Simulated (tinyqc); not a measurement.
RKS/PBE in the 6-31g basis, for He, spin multiplicity 1, step by step. One step of it, computed by the program tinyqc.

Problem. Iteration 2: building the Kohn-Sham matrix. J_ij = sum D_kl (ij|kl); F = H + J + V_xc; E = tr D H + tr D J / 2 + E_xc + E_nn.

D after iteration 1:
```
          1He 1s    1He 2s
1He 1s  0.997220  0.520291
1He 2s  0.520291  0.342898
```

core Hamiltonian H = T + V (hartree):
```
           1He 1s     1He 2s
1He 1s  -1.879626  -1.546409
1He 2s  -1.546409  -1.295190
```

Two-electron integrals (ij|kl) in chemists' order, unique and non-zero (hartree):
```
(11|11) 1.543936   (21|11) 0.785447   (21|21) 0.427025   (22|11) 0.803952
(22|21) 0.476190   (22|22) 0.615938
```

nuclear repulsion = 0 hartree

V_xc (hartree):
```
           1He 1s     1He 2s
1He 1s  -0.918870  -0.437320
1He 2s  -0.437320  -0.386231
```

E_xc = sum of w rho eps_xc = -1.17485409 hartree

Give: Coulomb J; Kohn-Sham matrix F; total energy of this density.

Solution.

Coulomb J (hartree):
```
        1He 1s  1He 2s
1He 1s  2.6326  1.3909
1He 2s  1.3909  1.5084
```

Kohn-Sham matrix F (hartree):
```
         1He 1s   1He 2s
1He 1s  -0.1659  -0.5928
1He 2s  -0.5928  -0.1730
```

total energy of this density = -2.807584 hartree

This density is a damped mixture and is not idempotent.
